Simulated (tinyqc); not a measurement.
Self-heating of a transistor with one or more fingers, with temperature-dependent conductivity: one step, computed by the program tinyqc. Command: `OMP_NUM_THREADS=1 python tinyqc.py 3011437 3011438 out.jsonl selfheat walk`. One thread of a shared host (Intel(R) Xeon(R) Processor @ 2.30GHz), about 0.08 s of CPU time with the checks.

N long parallel fingers lie on the top face of a slab whose bottom is held at T_0; the top is otherwise insulated, and heat flows in two dimensions. P in W/mm is 1000 P in W/m.

Task: Correction for the falling conductivity. Kirchhoff transformation for kappa = kappa_0 (T/T_0)^-m: T = T_0 [1 - (m - 1) theta/T_0]^(-1/(m - 1)), where theta is the linear rise. The bracket vanishes at the power P T_0/((m - 1) theta).

Inputs (values chosen for the exercise, modelled on gallium oxide): exponent m in kappa ~ T^-m = 1.21; base temperature T_0 = 358 K; power per gate width P = 0.14 W/mm.

Power: fixed power.

largest theta = 26.57689 K

Give: peak temperature; true rise; true rise / linear rise; power at which the formula diverges.

Result:

peak temperature = 385.8 K

true rise = 27.81 K

true rise / linear rise = 1.047

power at which the formula diverges = 8.980 W/mm

The falling conductivity adds 4.7 % to the rise.
